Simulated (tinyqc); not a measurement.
Worked calculation: decay of LO phonons and the hot-phonon bottleneck in the cooling of electrons. Computed by tinyqc, a small Python program that keeps every step. Command: `OMP_NUM_THREADS=1 python tinyqc.py 3019296 3019297 out.jsonl hotphonon walk`. One thread of a shared host (Intel(R) Xeon(R) Processor @ 2.30GHz), about 0.01 s of CPU time with the checks. Intermediate numbers are printed to about 5 digits and carried at full precision; extremes and crossings named in words are read from the listed rows.

n(E, T) = 1/(exp(E/(k_B T)) - 1) is the Bose occupation. Electrons have a temperature T_e; the LO modes within their reach share one occupation N; the decay products stay at the lattice temperature.

Inputs (values chosen for the exercise, modelled on indium phosphide):
```
quantity                                             value    unit
LO energy hbar omega                                  43.5     meV
lifetime at T = 0, tau_0                                14      ps
share f of the energy in the softer product           0.18       -
lattice temperature T                                  300       K
electron mass m*                                    0.0767     m_0
eps_inf                                               9.47       -
static dielectric constant eps_s                      12.6       -
electron density n                                 8.1e+17  1/cm^3
density of LO modes that the electrons reach, N_m  3.8e+19  1/cm^3
power supplied per electron P                          2.4      nW
step factor                                            0.6       -
```

Decay channel: two unequal phonons (Ridley).

Constants: k_B = 8.617333262e-05 eV/K; c = 299792458 m/s; e^2/(4 pi eps_0) = 14.39964548 eV angstrom; hbar^2/(2 m_0) = 3.80998212 eV angstrom^2; hbar = 6.582119569e-16 eV s; e = 1.602176634e-19 C; k_B = 1.380649e-23 J/K.

## Lifetime and Raman width

Decay rate 1/tau = (1/tau_0) [1 + n(f hbar omega) + n((1 - f) hbar omega)]. Full width Gamma = 1/(2 pi c tau) in 1/cm, c in cm/s.

thermal factor tau_0/tau = 4.1631

phonon lifetime tau = 3.3629 ps

Raman width Gamma = 1.5787 1/cm

equilibrium LO occupation N_0 = 0.22832

Stimulated decay shortens the lifetime by 76 %.

## Spontaneous emission time

Froehlich coupling alpha = (e^2/(4 pi eps_0)) (1/eps_inf - 1/eps_s) k_0/(2 hbar omega), k_0 = sqrt(m* hbar omega/(hbar^2/(2 m_0))); emission time tau_sp = hbar/(2 alpha hbar omega); bottleneck ratio r = (n/N_m) tau/tau_sp.

alpha = 0.12848

emission time tau_sp = 58.886 fs

bottleneck ratio r = 1.2173

r compares the rate at which electrons exchange quanta with a mode to its decay rate. The two are comparable, so part of the emitted quanta is reabsorbed.

## Electron and phonon temperatures in closed form

Net emission per electron: [(N + 1) x - N]/tau_sp with x = exp(-hbar omega/(k_B T_e)), a simple two-level balance; steady state of the modes: n [(N + 1) x - N]/tau_sp = N_m (N - N_0)/tau; power per electron P = hbar omega [(N + 1) x - N]/tau_sp. With p = P tau_sp/(hbar omega): N = N_0 + r p and x = (p + N)/(N + 1); without hot phonons N = N_0. The mode temperature T_LO solves n(hbar omega, T_LO) = N.

reduced power p = 0.020278

LO occupation N = 0.25300

electron temperature T_e = 331.49 K

T_e without hot phonons = 315.98 K

mode temperature T_LO = 315.52 K

Hot phonons raise T_e by 16 K. T_LO lies between the lattice and the electrons.

## The same balance by iteration

Eliminating N gives P(T_e) = (hbar omega/tau_sp) [(N_0 + 1) x - N_0]/[1 + r (1 - x)]. Newton steps on ln P against ln T_e, times the step factor, each limited to 0.7 in ln T_e and to keeping a fifth of T_e - T; start at 1.5 T; stop when |ln(P/P(T_e))| < 1e-9 or after 40 steps.

Iterations:
```
step  T_e (K)  P(T_e) (nW)  ln(P/P(T_e))
0      450.00       11.164   -1.5372e+00
1      330.00        2.286    4.8537e-02
2      330.88        2.353    1.9795e-02
3      331.24        2.381    7.9820e-03
4      331.39        2.392    3.2032e-03
5      331.45        2.397    1.2830e-03
6      331.48        2.399    5.1346e-04
7      331.49        2.400    2.0543e-04
8      331.49        2.400    8.2177e-05
...       ...          ...           ...
13     331.49        2.400    8.4154e-07
14     331.49        2.400    3.3662e-07
15     331.49        2.400    1.3465e-07
16     331.49        2.400    5.3859e-08
17     331.49        2.400    2.1543e-08
18     331.49        2.400    8.6174e-09
19     331.49        2.400    3.4470e-09
20     331.49        2.400    1.3788e-09
21     331.49        2.400    5.5151e-10
```

converged (1 yes, 0 no) = 1

T_e from the iteration = 331.49 K

Converged at step 21.

## Energy relaxation with and without hot phonons

P(T_e) = (hbar omega/tau_sp) [(N_0 + 1) x - N_0]/[1 + r (1 - x)], and r = 0 without hot phonons; energy relaxation time tau_E = (3/2) k_B (T_e - T)/P.

Cooling:
```
T_e (K)  P, cold phonons (nW)  P, hot phonons (nW)   ratio  tau_E (ps)        N
330                    4.4666               2.2863  1.9536     0.27175  0.25183
380                    11.488               6.0625  1.8949     0.27328  0.29067
450                    20.327               11.164  1.8208     0.27826  0.34314
600                    35.655               21.067  1.6925     0.29491  0.44500
800                    50.328               32.063  1.5696     0.32295  0.55810
1100                   64.853               44.788  1.4480     0.36992  0.68897
1600                   79.020               59.442  1.3294     0.45293  0.83969
2300                   89.707               72.351  1.2399     0.57248  0.97247
```

Reabsorption cuts the loss by a factor 1.95 at the lowest T_e and 1.24 at the highest; the factor is 1 + r (1 - x) with r = 1.22. tau_E runs from 0.27 to 0.57 ps, with its shortest value, 0.27 ps, at T_e = 330 K, against tau_sp = 59 fs and a phonon lifetime of 3.4 ps. Pauli blocking is left out, as are upper valleys and non-parabolic bands, which can matter above about 1000 K.

Checks made by the program: iteration against the closed form (relative difference below 1e-10).
